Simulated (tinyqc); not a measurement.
MOSFET in the linear regime without short-channel effects, parameter extraction from computed curves: two steps of the calculation.

Inversion charge Q = Cox n Vt W0(exp((Vg - VT)/(n Vt))), W0 the Lambert function and n = nf; u = Q/Cox; mobility mu = mu0/(1 + th1 u + th2 u^2); channel resistance Rch = (L - dL)/(W mu Q); Id = Vd/(Rch + Rsd/W). Cox = eps0 eox/tox. Small Vd, no channel-length or drain effects.

Inputs (values chosen for the exercise); channel values of the order met in silicon transistors:
- T = 300 K (temperature)
- eox = 3.9 (relative permittivity of the gate insulator (close to silicon dioxide))
- tox = 5.1 nm (insulator thickness)
- mu0 = 120 cm^2/(V s) (low-field mobility)
- th1 = 0.18 1/V (first mobility attenuation factor)
- th2 = 0.28 1/V^2 (second mobility attenuation factor)
- VT = 0.27 V (threshold voltage)
- nf = 1.09 (body factor)
- W = 10 um (gate width)
- L = 0.11 um (drawn gate length)
- dL = 0.008 um (drawn less effective length)
- Rsd = 99 ohm um (source plus drain resistance)
- Vd = 0.025 V (drain voltage)

Constants: q = 1.602176634e-19 C, kB = 1.380649e-23 J/K, Vt = kB T/q, eps0 = 8.8541878128e-14 F/cm where lengths are in cm. Results are converted to the units shown.

Question 1. Transfer curve. u, mu, Rch and Id as defined.

Vg, point 0 to 10 (V): 0.11  0.19  0.27  0.35  0.43  0.51  0.59  0.67  0.75  0.83  0.91

Give: u; mu; Rch; Id.

Answer 1.

```
point     u (V)  mu (cm^2/(V s))  Rch (ohm)  Id (uA)
0      9.605e-5            120.0    1.307e6  0.01913
1      0.001559            120.0    8.053e4   0.3104
2       0.01598            119.6       7878    3.169
3       0.05912            118.6       2148    11.58
4        0.1193            117.0       1079    22.96
5        0.1867            115.0      701.5    35.14
6        0.2576            112.7      518.9    47.28
7        0.3306            110.1      413.9    58.99
8        0.4049            107.3      346.9    70.07
9        0.4801            104.3      301.0    80.42
10       0.5560            101.1      267.9    89.98
```

Question 2. Threshold and mobility at the peak transconductance. gm_i = (Id_(i+1) - Id_(i-1))/(Vg_(i+1) - Vg_(i-1)); at the point j of largest gm the tangent meets the axis at V_ext = Vg_j - Id_j/gm_j; field-effect mobility gm_j L/(W Cox Vd) with the drawn L.

```
point  Vg (V)      Id (uA)
0        0.11  0.019127017
1        0.19   0.31038780
2        0.27    3.1692304
3        0.35    11.584619
4        0.43    22.962660
5        0.51    35.141179
6        0.59    47.275608
7        0.67    58.985753
8        0.75    70.072070
9        0.83    80.423240
10       0.91    89.979552
```

Give: gm; j; V_ext; field-effect mobility.

Answer 2.

gm, point 1 to 9 (uS): 19.688  70.464  123.71  147.23  151.96  149.03  142.48  133.98  124.42
j = 5
V_ext = 0.27874 V
field-effect mobility = 98.748 cm^2/(V s)

V_ext is 8.7 mV above the model VT, and the mobility so found is 24 % below mu0 L/(L - dL) = 129 cm^2/(V s), the value for the drawn L; attenuation, series resistance and the slow approach of Q to a straight line all lower the peak gm.

Numbers from tinyqc (`OMP_NUM_THREADS=1 python tinyqc.py 2210085 2210086 out.jsonl`; about 0.01 s on one thread of a shared Intel Xeon 2.30GHz).
